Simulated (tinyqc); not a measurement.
# Undoped symmetric double-gate MOSFET, analytic potential model: effects of single changes

An undoped body of thickness ts between two equal insulators and tied gates; long channel, electrons only, n = ni exp((psi - V)/Vt) with V the quasi-Fermi potential (0 at the source, Vd at the drain), constant mobility, no quantisation. Across the body psi(x) = V - 2 Vt ln[(ts/(2 beta)) sqrt(q ni/(2 eps0 eps_r Vt)) cos(2 beta x/ts)], x from the centre. Q is the electron charge per area of the whole body.

Inputs (values chosen for the exercise); material values close to those of silicon:
- T = 300 K (temperature)
- Eg = 1.13 eV (band gap)
- eps_r = 11.7 (relative permittivity of the semiconductor)
- Nc = 2.8e19 cm^-3 (conduction-band density of states at T)
- Nv = 2.64e19 cm^-3 (valence-band density of states at T)
- eox = 7.48 (relative permittivity of the gate insulator)
- tox = 4.6 nm (insulator thickness)
- ts = 8 nm (body thickness)
- dphi = 0.11 V (gate work function less that of the intrinsic body)
- mu = 270 cm^2/(V s) (channel mobility)
- L = 0.5 um (gate length)
- Vd = 1 V (drain voltage)

Constants: q = 1.602176634e-19 C, kB = 1.380649e-23 J/K, Vt = kB T/q, eps0 = 8.8541878128e-14 F/cm where lengths are in cm. Results are converted to the units shown.

Each table varies one quantity; the others keep the values above.

## Transfer curve and volume inversion

ni = sqrt(Nc Nv) exp(-Eg/(2 Vt)), Eg in volts; r = eps_r tox/(eox ts); V0 = dphi + 2 Vt ln[(2/ts) sqrt(2 eps0 eps_r Vt/(q ni))]. beta (between 0 and pi/2) solves (Vg - V0 - V)/(2 Vt) = ln(beta) - ln(cos beta) + 2 r beta tan(beta). Q = 8 eps0 eps_r Vt beta tan(beta)/ts; I = mu (1/L)(4 eps0 eps_r/ts)(2 Vt)^2 [g(beta_s) - g(beta_d)] per width, g = beta tan(beta) - beta^2/2 + r beta^2 tan^2(beta), with beta_s at V = 0 and beta_d at V = Vd. The drop is psi(surface) - psi(centre) at the source end; C = dQs/dVg, Cg = 2 eps0 eox/tox; gm = dI/dVg.

Transfer curve and volume inversion:
```
Vg (V),Qs (nC/cm^2),drop (mV),C/Cg,I (uA/um),gm/I (1/V)
0.31,0.0025730,2.4837e-4,3.4562e-5,3.5919e-5,38.681
0.42,0.18077,0.017448,0.0024213,0.0025272,38.626
0.53,10.763,1.0321,0.12348,0.16311,35.633
0.65,142.29,12.605,0.59733,4.1916,18.331
0.76,361.04,28.352,0.75747,18.896,10.318
0.87,613.28,42.636,0.82763,47.724,6.9393
0.98,882.25,54.797,0.86748,92.079,5.1740
1.1,1187.1,65.996,0.89499,159.07,4.0298
1.21,1473.5,74.770,0.91219,238.07,3.3422
```

Read the table: what changes, and by how much?

The current rises from 3.59e-5 to 238 uA/um. In the first row gm/I is 38.7 1/V, within 0.01 % of 1/Vt: with no depletion charge the whole body follows the gate, and the swing is ideal. The drop between surface and centre goes from 2.5e-4 to 74.8 mV and passes Vt at Vg = 0.76 V among the rows; below that the density varies across the body by less than a factor of e (volume inversion). C reaches 0.91 of Cg in the last row. For Vg = 0.87 to 1.21 V the surface density at the source passes 0.3 Nc, where Boltzmann statistics fail. At Vg = 1.21 V mu V/L, with V the smaller of Vd and Vg - V0, passes 3e6 cm/s, so velocity saturation would lower the current.

## Effect of the insulator thickness

Q = 8 eps0 eps_r Vt beta tan(beta)/ts; I = mu (1/L)(4 eps0 eps_r/ts)(2 Vt)^2 [g(beta_s) - g(beta_d)] per width, g = beta tan(beta) - beta^2/2 + r beta^2 tan^2(beta), with beta_s at V = 0 and beta_d at V = Vd.  I(low) is taken at Vg = 0.36 V, Qs and I(high) at Vg = 1.11 V.

The same in every row: V0 (V) = 0.6087.

Effect of the insulator thickness:
```
tox (nm),I(low) (nA/um),Qs(high) (nC/cm^2),I(high) (uA/um)
1.5,0.2485,3280,412.6
2.2,0.2485,2340,303.4
3.2,0.2485,1678,223.5
4.6,0.2485,1213,165.6
6.6,0.2484,876.4,122.3
9.6,0.2484,624.0,88.90
14,0.2484,441.9,64.20
```

What does the table show?

As tox goes from 1.5 to 14 nm, I(low) stays near 0.248 nA/um and I(high) falls from 413 to 64.2 uA/um. On average I(low) is independent of tox and I(high) goes as tox^(-0.83). Below threshold no voltage drops over the insulator in this long-channel model, so its thickness does not matter there. For tox = 1.5 to 9.6 nm the surface density at the source at the higher gate voltage passes 0.3 Nc, where Boltzmann statistics fail.

## Output curve

Same model as above.

In this table Vg = 0.92 V.

Output curve:
```
Vd (V),Qd (nC/cm^2),Qd/Qs,I (uA/um)
0.06,589.51,0.80318,21.429
0.11,472.95,0.64437,35.763
0.17,339.36,0.46236,48.901
0.23,215.87,0.29412,57.861
0.28,125.45,0.17092,62.436
0.34,44.003,0.059952,65.077
0.39,10.763,0.014665,65.742
0.45,1.2298,0.0016755,65.888
0.5,0.18077,2.4629e-4,65.903
```

What does the comparison show?

The current rises from 21.4 to 65.9 uA/um, while the charge at the drain end falls from 0.80 to 2.5e-4 of that at the source. The current first comes within 1 % of its last value at Vd = 0.39 V among the rows. Over the last rows Qd falls by a factor of e for each Vt of drain voltage: the drain end is in weak inversion. In every row the surface density at the source passes 0.3 Nc, where Boltzmann statistics fail.

Numbers from tinyqc (`OMP_NUM_THREADS=1 python tinyqc.py 2440031 2440032 out.jsonl`; about 0.01 s on one thread of a shared Intel Xeon 2.30GHz).
